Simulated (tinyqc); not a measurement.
# From blur factor of the first harmonic back to acid diffusivity D

Model: chemically amplified photoresist: aerial image, acid generation, bake, development and line width. Computed by tinyqc, a small Python program. Command: `OMP_NUM_THREADS=1 python tinyqc.py 3027328 3027329 out.jsonl resist inv`. One thread of a shared host (Intel(R) Xeon(R) Processor @ 2.30GHz), about 0.05 s of CPU time with the checks.

Lines and spaces of pitch p with a two-beam-like image; x = 0 is the middle of the bright space. The resist is positive and treated as uniform in depth.

Inputs (values chosen for the exercise, for a model resist at 193 nm): pitch p = 150 nm; image contrast c = 0.8; mean dose E = 17.5 mJ/cm^2; Dill parameter C = 0.018 cm^2/mJ; bake time t = 45 s.

Method:
- Dose E(x) = E [1 + c cos(2 pi x/p)]; acid h = 1 - exp(-C E(x)).
- Bake: the acid image is blurred by a Gaussian of variance sigma^2 = 2 D t (each Fourier term k of h, taken on 64 points, is multiplied by exp(-4 pi^2 k^2 D t/p^2)).
- Cosine coefficients: h(x) = sum_k h_k cos(2 pi k x/p).

Task: A run gave the result below. Find the acid diffusivity D, known to lie between 0.89 and 1.9 nm^2/s.

blur factor of the first harmonic = 0.8930915

Result:

Each step takes the trial c = (a f_b - b f_a)/(f_b - f_a), f being the result less the target and a, b, c the logarithms of the listed values; c replaces end b, the old b replaces a if the sign of f changed, and otherwise f_a is halved.

Scan of the range:
```
acid diffusivity D (nm^2/s)  blur factor of the first harmonic
0.89                                                  0.932141
1.01                                                  0.923350
1.15                                                  0.913200
1.30                                                  0.902448
1.48                                                  0.889713
1.67                                                  0.876466
1.90                                                  0.860692
```

False position (Illinois rule, in the logarithm of the input) inside the bracket:
```
step    end a    end b    trial  blur factor of the first harmonic
1     1.30000  1.48000  1.42995                           0.893236
2     1.48000  1.42995  1.43197                           0.893094
3     1.48000  1.43197  1.43203                           0.893089
4     1.43197  1.43203  1.43200                           0.893092
```

Blur factor of the first harmonic falls at every point of a 13-point scan of the range (every second point is shown), so one value fits; it is bracketed by 1.30 and 1.48. Answer: acid diffusivity D = 1.432 nm^2/s.
